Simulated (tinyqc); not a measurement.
Interface traps by the conductance method, one level: one step of the calculation.

MOS capacitor on an n-type substrate; psi is the band bending, negative in depletion; only majority carriers are counted. The traps exchange electrons with the conduction band; their admittance lies in parallel with Cd, and that pair in series with Cox and Rs. w = 2 pi f.

Task. Parallel conductance and capacitance. With x = w tau: Gp/w = Cit x/(1 + x^2), Cp = Cd + Cit/(1 + x^2).

Inputs (values chosen for the exercise):

| symbol | value | unit | meaning |
|---|---|---|---|
| f | 75 | Hz | signal frequency |

Cd = 180.51229 nF/cm^2
tau = 5.5391559e-4 s
Cit = 17.101370 nF/cm^2

Find: x; Gp/w; Cp.

Result.

x = 0.26103
Gp/w = 4.1792 nF/cm^2
Cp = 196.52 nF/cm^2

The peak of Gp/w lies at x = 1 with the height 0.5 Cit; this frequency gives 0.244 Cit.

tinyqc, about 0.01 s, one thread, Intel Xeon 2.30GHz (shared host): `OMP_NUM_THREADS=1 python tinyqc.py 2030144 2030145 out.jsonl`
